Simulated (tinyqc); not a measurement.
Carrier lifetime of a p-type layer with SRH, radiative, Auger and surface recombination: one step of the calculation.

Uniform excess density dn = dp (no trapping), n = n0 + dn, p = p0 + dn, Boltzmann statistics, full ionisation. Surfaces enter as a rate 2 S dn/d, which holds while diffusion to them is fast.

Task. New dn. With e = n p - ni^2 = dn (n0 + p0 + dn): U_SRH = e/(tp0 (n + n1) + tn0 (p + p1)), U_rad = B e, U_Aug = (Cn n + Cp p) e, U_s = 2 S dn/d. Newton step on ln U(ln dn) = ln G, U the sum: k = d ln U/d ln dn (central difference over factors 1.0001), dn(new) = dn (G/U)^(1/k).

Inputs (values chosen for the exercise); band and dielectric values close to those of 4H silicon carbide: radiative coefficient B = 1.5e-12 cm^3/s; Auger coefficient (two electrons) Cn = 2.5e-31 cm^6/s; Auger coefficient (two holes) Cp = 2.9e-31 cm^6/s; surface recombination velocity (both faces) S = 0 cm/s; sample thickness d = 20 um; generation rate G = 1.4e17 cm^-3 s^-1.

dn after iteration 1 = 2.3645058e13 cm^-3
n0 = 1.2320314e-43 cm^-3
p0 = 3.8e15 cm^-3
n1 = 7.0271567e-16 cm^-3
p1 = 6.6623237e-13 cm^-3
tn0 = 0.0038520801 s
tp0 = 1.9260401e-5 s

Wanted: U_SRH; U_rad; U_Aug; U_s; k; dn after iteration 2.

Result.

U_SRH = 6.138e15 cm^-3 s^-1
U_rad = 1.356e17 cm^-3 s^-1
U_Aug = 1.008e14 cm^-3 s^-1
U_s = 0 cm^-3 s^-1
k = 1.006
dn after iteration 2 = 2.334e13 cm^-3

Computed by the program tinyqc: `OMP_NUM_THREADS=1 python tinyqc.py 2300119 2300120 out.jsonl`, one thread of a shared Intel Xeon 2.30GHz, about 0.01 s for the whole run.
